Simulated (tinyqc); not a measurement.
Where in the gap a trap does harm: carrier lifetime from Shockley-Read-Hall, radiative, Auger and surface recombination. Computed by tinyqc, a small Python program. Command: `OMP_NUM_THREADS=1 python tinyqc.py 3013913 3013914 out.jsonl lifetime walk`. One thread of a shared host (Intel(R) Xeon(R) Processor @ 2.30GHz), about 0.03 s of CPU time with the checks.

Energies are counted from the top of the valence band. Boltzmann statistics, full ionisation, and equal excess densities of electrons and holes.

Inputs (values chosen for the exercise, with bands modelled on germanium):

| quantity | value | unit |
|---|---|---|
| gap E_g | 0.672 | eV |
| electron mass m_e | 0.211 | m_0 |
| valleys M_c | 4 | - |
| hole mass m_h | 0.328 | m_0 |
| temperature T | 250 | K |
| doping N | 2.8e+14 | cm^-3 |
| trap level E_t | 0.315 | eV |
| trap density N_t | 1.3e+11 | cm^-3 |
| electron cross-section sigma_n | 4.2e-15 | cm^2 |
| hole cross-section sigma_p | 4.1e-16 | cm^2 |

Doping: n-type. Surface term: two equal surfaces.

Constants: m_0 = 9.1093837015e-31 kg; k_B = 1.380649e-23 J/K; h = 6.62607015e-34 J s; k_B = 8.617333262e-05 eV/K.

Method:
- N_c = 2 M_c (2 pi m_e k_B T/h^2)^(3/2) and N_v = 2 (2 pi m_h k_B T/h^2)^(3/2), masses in units of m_0.
- n_i = sqrt(N_c N_v) exp(-E_g/2 k_B T); majority density N/2 + sqrt(N^2/4 + n_i^2), minority density n_i^2 over it.
- v = sqrt(3 k_B T/m) with m_e or m_h; tau_n0 = 1/(sigma_n v_n N_t), tau_p0 = 1/(sigma_p v_p N_t); n1 = N_c exp(-(E_g - E_t)/k_B T), p1 = N_v exp(-E_t/k_B T).
- Low injection: tau = [tau_p0 (n_0 + n1) + tau_n0 (p_0 + p1)]/(n_0 + p_0). Depleted region (n = p = 0): generation lifetime tau_g = (tau_p0 n1 + tau_n0 p1)/n_i. n1 = N_c exp(-(E_g - E_t)/k_B T), p1 = N_v exp(-E_t/k_B T).

tau_p0 = 0.00100782 s

n_0 = 2.80003e+14 cm^-3

N_c = 7.40089e+18 cm^-3

tau_n0 = 7.89080e-05 s

p_0 = 2.69035e+09 cm^-3

N_v = 3.58601e+18 cm^-3

n_i = 8.67932e+11 cm^-3

The same trap at other energies:

| E_t (eV) | SRH lifetime (s) | generation lifetime (s) |
|---|---|---|
| 0.040 | 1.5884e-01 | 5.0919e+01 |
| 0.101 | 1.0308e-02 | 3.0004e+00 |
| 0.168 | 1.4226e-03 | 1.3382e-01 |
| 0.235 | 1.0264e-03 | 5.9817e-03 |
| 0.302 | 1.0096e-03 | 5.6494e-04 |
| 0.336 | 1.0125e-03 | 1.5028e-03 |
| 0.370 | 1.0296e-03 | 7.0280e-03 |
| 0.437 | 1.4955e-03 | 1.5732e-01 |
| 0.504 | 1.1942e-02 | 3.5274e+00 |
| 0.571 | 2.4616e-01 | 7.9088e+01 |
| 0.632 | 4.1614e+00 | 1.3422e+03 |

The SRH lifetime (other channels left aside) stays within 10 % of its least value, among these rows, from E_t = 0.235 to 0.37 eV. The generation lifetime has a sharp minimum, among these rows at 0.302 eV and exactly at 0.301 eV, where tau_p0 n1 = tau_n0 p1, since generation needs two thermal jumps and the larger one rules.

Extremes, crossings and ranges named in words are read from the listed rows.
